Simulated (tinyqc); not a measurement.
Plane-wave Kohn-Sham cycle with exchange-only LDA in a layered model solid, step by step. Computed by tinyqc, a small Python program that keeps every step. Settings: points = 16, plane-wave index or count = 2, electrons = 2, k points = 4, area = 21.0, mixing = 0.5, iteration cap = 69. Command: `OMP_NUM_THREADS=1 python tinyqc.py 24562 24563 out.jsonl` (the two numbers bound the seeds that draw the settings). One thread of a shared host (Intel(R) Xeon(R) Processor @ 2.60GHz), about 0.03 s of CPU time with the checks. Later iterations appear only in the table of the cycle.

## Iteration 1: potential

A solid whose potential varies along x alone (atomic units):

| parameter | value |
|---|---|
| period a | 12.900000 |
| cross-section of the cell | 21.000000 |
| electrons per cell | 2 |
| grid points | 16 |
| plane waves -n..n, n | 2 |
| k points | 4 |
| V1 in V1 cos(2 pi x/a) | -0.200000 |

density at the start, on the grid x_j = j a/N (e/bohr^3): 0.00738280  0.00738280  0.00738280  0.00738280  0.00738280  0.00738280  0.00738280  0.00738280  0.00738280  0.00738280  0.00738280  0.00738280  0.00738280  0.00738280  0.00738280  0.00738280

V_H(G) = 4 pi rho(G)/G^2 for G != 0 (uniform background); v_x = -(3 rho/pi)^(1/3); V = V_ext + V_H + v_x; Fourier components f(G_m) = (1/N) sum_j f(x_j) exp(-i G_m x_j).

Potentials on the grid (hartree):

| x | V_ext | V_H | v_x | V |
|---|---|---|---|---|
| 0.000000 | -0.200000 | 0.000000 | -0.191748 | -0.391748 |
| 0.806250 | -0.184776 | 0.000000 | -0.191748 | -0.376524 |
| 1.612500 | -0.141421 | 0.000000 | -0.191748 | -0.333169 |
| 2.418750 | -0.076537 | 0.000000 | -0.191748 | -0.268285 |
| 3.225000 | 0 | 0.000000 | -0.191748 | -0.191748 |
| 4.031250 | 0.076537 | 0.000000 | -0.191748 | -0.115211 |
| 4.837500 | 0.141421 | 0.000000 | -0.191748 | -0.050327 |
| 5.643750 | 0.184776 | 0.000000 | -0.191748 | -0.006972 |
| 6.450000 | 0.200000 | 0.000000 | -0.191748 | 0.008252 |
| 7.256250 | 0.184776 | 0.000000 | -0.191748 | -0.006972 |
| 8.062500 | 0.141421 | 0.000000 | -0.191748 | -0.050327 |
| 8.868750 | 0.076537 | 0.000000 | -0.191748 | -0.115211 |
| 9.675000 | 0 | 0.000000 | -0.191748 | -0.191748 |
| 10.481250 | -0.076537 | 0.000000 | -0.191748 | -0.268285 |
| 11.287500 | -0.141421 | 0.000000 | -0.191748 | -0.333169 |
| 12.093750 | -0.184776 | 0.000000 | -0.191748 | -0.376524 |

V(G_m), m = 0, 1, 2, ... (hartree): -0.191748  -0.100000  0.000000  0.000000  0.000000

## Iteration 1: Hamiltonian at one k

k = 0.125000 2 pi / a

H(m,m') = (k + G_m)^2/2 delta + V(G_m - G_m'), with V(-G) = V(G).

H (hartree):
```
           -2         -1         +0         +1         +2
-2   0.225268  -0.100000   0.000000   0.000000   0.000000
-1  -0.100000  -0.100931  -0.100000   0.000000   0.000000
+0   0.000000  -0.100000  -0.189895  -0.100000   0.000000
+1   0.000000   0.000000  -0.100000  -0.041622  -0.100000
+2   0.000000   0.000000   0.000000  -0.100000   0.343886
```

## Iteration 1: levels at that k

Diagonalise the Hermitian matrix.

eigenvalues (hartree): -0.291182  -0.102583  0.005751  0.255342  0.369378

## Iteration 1: new density

Motion across x is left out: the lowest 1 band(s) hold two electrons at each of the k points (j + 1/2)/nk - 1/2. Residual R = rho(out) - rho(in); rho(new) = rho(in) + 0.5 R. rho(out) = 2/(a A nk) sum |psi|^2 with psi = sum c exp(i G x). Harris energy E = band energy - dV sum rho (V_H/2 + v_x) + (3/4) dV sum rho v_x with rho(in), dV = a A/N, band energy = (2/nk) sum of the filled levels.

rho(out) (e/bohr^3): 0.02306201  0.02046506  0.01427280  0.00779163  0.00333374  0.00114787  0.00035158  0.00012663  0.00008414  0.00012663  0.00035158  0.00114787  0.00333374  0.00779163  0.01427280  0.02046506

density after iteration 1 (e/bohr^3): 0.01522241  0.01392393  0.01082780  0.00758721  0.00535827  0.00426533  0.00386719  0.00375471  0.00373347  0.00375471  0.00386719  0.00426533  0.00535827  0.00758721  0.01082780  0.01392393

energy per cell = -0.48558856 hartree

## Iteration 2: potential

As before.

Potentials on the grid (hartree):

| x | V_ext | V_H | v_x | V |
|---|---|---|---|---|
| 0.000000 | -0.200000 | 0.312313 | -0.244053 | -0.131740 |
| 0.806250 | -0.184776 | 0.281209 | -0.236907 | -0.140474 |
| 1.612500 | -0.141421 | 0.197928 | -0.217856 | -0.161350 |
| 2.418750 | -0.076537 | 0.086583 | -0.193502 | -0.183455 |
| 3.225000 | 0 | -0.027160 | -0.172319 | -0.199479 |
| 4.031250 | 0.076537 | -0.125159 | -0.159701 | -0.208324 |
| 4.837500 | 0.141421 | -0.198162 | -0.154569 | -0.211309 |
| 5.643750 | 0.184776 | -0.242633 | -0.153056 | -0.210912 |
| 6.450000 | 0.200000 | -0.257525 | -0.152766 | -0.210291 |
| 7.256250 | 0.184776 | -0.242633 | -0.153056 | -0.210912 |
| 8.062500 | 0.141421 | -0.198162 | -0.154569 | -0.211309 |
| 8.868750 | 0.076537 | -0.125159 | -0.159701 | -0.208324 |
| 9.675000 | 0 | -0.027160 | -0.172319 | -0.199479 |
| 10.481250 | -0.076537 | 0.086583 | -0.193502 | -0.183455 |
| 11.287500 | -0.141421 | 0.197928 | -0.217856 | -0.161350 |
| 12.093750 | -0.184776 | 0.281209 | -0.236907 | -0.140474 |

V(G_m), m = 0, 1, 2, ... (hartree): -0.185790  0.018649  0.007128  0.000991  0.000271

## Iteration 2: Hamiltonian at one k

k = 0.125000 2 pi / a

As before.

H (hartree):
```
          -2         -1         +0         +1        +2
-2  0.231226   0.018649   0.007128   0.000991  0.000271
-1  0.018649  -0.094973   0.018649   0.007128  0.000991
+0  0.007128   0.018649  -0.183937   0.018649  0.007128
+1  0.000991   0.007128   0.018649  -0.035664  0.018649
+2  0.000271   0.000991   0.007128   0.018649  0.349844
```

## Iteration 2: levels at that k

As before.

eigenvalues (hartree): -0.189623  -0.094228  -0.032984  0.232459  0.350873

## Iteration 2: new density

As before.

rho(out) (e/bohr^3): 0.00230939  0.00263069  0.00359775  0.00517141  0.00718228  0.00931020  0.01116728  0.01241889  0.01285839  0.01241889  0.01116728  0.00931020  0.00718228  0.00517141  0.00359775  0.00263069

density after iteration 2 (e/bohr^3): 0.00876590  0.00827731  0.00721277  0.00637931  0.00627027  0.00678777  0.00751723  0.00808680  0.00829593  0.00808680  0.00751723  0.00678777  0.00627027  0.00637931  0.00721277  0.00827731

energy per cell = -0.37258920 hartree

## Convergence

Stop when sqrt(dV sum R^2) is below 1e-8, dV = a A/N.

Course of the cycle:

| iteration | E (hartree) | norm of the residual |
|---|---|---|
| 1 | -0.48558856 | 1.33e-01 |
| 2 | -0.37258920 | 1.26e-01 |
| 3 | -0.48243038 | 1.28e-01 |
| 4 | -0.37268036 | 1.26e-01 |
| 5 | -0.48056945 | 1.27e-01 |
| 6 | -0.37300551 | 1.26e-01 |
| 7 | -0.48065730 | 1.26e-01 |
| 8 | -0.37296058 | 1.26e-01 |
| 9 | -0.48050574 | 1.26e-01 |
| 10 | -0.37299250 | 1.26e-01 |
| 11 | -0.48053933 | 1.26e-01 |
| ... | ... | ... |
| 59 | -0.48052621 | 1.26e-01 |
| 60 | -0.37298655 | 1.26e-01 |
| 61 | -0.48052621 | 1.26e-01 |
| 62 | -0.37298655 | 1.26e-01 |
| 63 | -0.48052621 | 1.26e-01 |
| 64 | -0.37298655 | 1.26e-01 |
| 65 | -0.48052621 | 1.26e-01 |
| 66 | -0.37298655 | 1.26e-01 |
| 67 | -0.48052621 | 1.26e-01 |
| 68 | -0.37298655 | 1.26e-01 |
| 69 | -0.48052621 | 1.26e-01 |

Not converged within 69 iterations: the residual has stopped falling: the iteration swings between two states. Reruns (cap 100 unless said): mixing 0.1: not converged; mixing 0.5, Kerker q0 1.0: converged in 54 (E = -0.32392); mixing 0.3, Pulay depth 5: converged in 17 (E = -0.32392); the original settings with a cap of 400: not converged.
